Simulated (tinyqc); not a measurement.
Inside a calculation: deformation-potential model of the L valleys of a conduction band. Values are carried at full precision from step to step, so a last printed digit may differ when a step is redone from the rounded ones.

s11 = (C11 + C12)/((C11 - C12)(C11 + 2 C12)), s12 = -C12/((C11 - C12)(C11 + 2 C12)), s44 = 1/C44; exx = s11 sxx + s12 (syy + szz) and cyclic, exy = s44 sxy/2; tension is positive. A uniaxial stress X along the unit vector n is s_ij = X n_i n_j.

Constants: kB = 8.617333262e-05 eV/K; hbar^2/2m0 = 3.80998211 eV angstrom^2.

Values chosen for the exercise (near those of Ge; not measured data): C11 = 128.2 GPa; C12 = 48.1 GPa; C44 = 68.2 GPa; load = uniaxial [001] (kind of stress); X = -1.43 GPa (stress); Xd = -7.03 eV (dilation potential); Xu = 15.36 eV (uniaxial potential); T = 400 K (temperature); ml = 1.532 m0 (longitudinal mass); mt = 0.082 m0 (transverse mass).

## Strain from a uniaxial [001] stress

Form the compliances and the strain.

s11, s12, s44 (1/TPa): 9.8084  -2.6760  14.6628

strain tensor:
```
          x         y          z
x  0.003827  0.000000   0.000000
y  0.000000  0.003827   0.000000
z  0.000000  0.000000  -0.014026
```

## Valley shifts

Valleys with axes along [111], [1-1-1], [-11-1] and [-1-11], one whole valley each. Herring-Vogt shift of a valley with unit axis a: dE = Xd tr(e) + Xu a.e.a. Non-degenerate shares n_i = exp(-dE_i/kT)/sum_j exp(-dE_j/kT). Inverse mass tensor of a valley: (1 - a a)/mt + a a/ml; the masses are taken as independent of strain.

Apply the Herring-Vogt formula to each valley.

Xd tr(e) = 44.80 meV

a.e.a: [111] -0.002124, [1-1-1] -0.002124, [-11-1] -0.002124, [-1-11] -0.002124

shifts dE (meV): [111] 12.17, [1-1-1] 12.17, [-11-1] 12.17, [-1-11] 12.17

All valleys shift alike: this load keeps them equivalent by symmetry.

## Shares of the electrons

Boltzmann factors of the shifts.

kT = 34.469 meV

shares: [111] 0.2500, [1-1-1] 0.2500, [-11-1] 0.2500, [-1-11] 0.2500

effective number of valley axes, 1/(largest share) = 4.000

## Conductivity mass tensor

With one scattering time for all valleys the conductivity goes as M = sum_i n_i (inverse mass tensor of valley i); along the unit vector u, 1/m_c = u.M.u. Without stress 1/m_c = (1/ml + 2/mt)/3. Take u along [111].

M (1/m0):
```
       x      y      z
x  8.348  0.000  0.000
y  0.000  8.348  0.000
z  0.000  0.000  8.348
```

m_c along [111] = 0.1198 m0
m_c without stress = 0.1198 m0

The mobility along [111] does not change; with all electrons in the valleys lightest or heaviest along this direction it would change by +31 or -92 %.

## Effective density of states

Each of the 4 whole valleys has m_d = (ml mt^2)^(1/3) and N = 2 (m_d kT/(4 pi c))^(3/2), c = hbar^2/2m0. Counted from the lowest edge, Nc = N x sum_i exp(-(dE_i - dE_min)/kT). 1 angstrom^-3 = 1e24 cm^-3.

m_d = 0.2176 m0
N of one valley = 3.921e+18 cm^-3
Nc under stress = 1.568e+19 cm^-3
Nc without stress = 1.568e+19 cm^-3

## Piezoresistance from repopulation

For small stress d(rho)/rho = pi X. For valleys on the <111> axes pi11 = pi12 = 0 and pi44 = -Xu s44/(3 kT) x (K - 1)/(2K + 1), K = ml/mt. For stress along [110]: pi_l = (pi11 + pi12 + pi44)/2 with the current along it and pi_t = (pi11 + pi12 - pi44)/2 with the current along [1-10]. 1/GPa = 100 x 1e-11/Pa.

K = 18.683

pi11, pi12, pi44 (1e-11/Pa): 0.0  0.0  -100.4

pi_l, pi_t for [110] (1e-11/Pa): -50.2  50.2

Only the transfer between valleys is counted; changes of mass and of intervalley scattering add to it in a real crystal.

## Checks

- Conductivity mass at zero stress against 3/(1/ml + 2/mt): both 0.1197940.
- Piezoresistance coefficients by finite differences against the closed form: largest difference 1.4e-09.

(tinyqc, `OMP_NUM_THREADS=1 python tinyqc.py 1050491 1050492 out.jsonl`, Intel(R) Xeon(R) Processor @ 2.30GHz, 1 thread, shared host, about 0.02 s.)
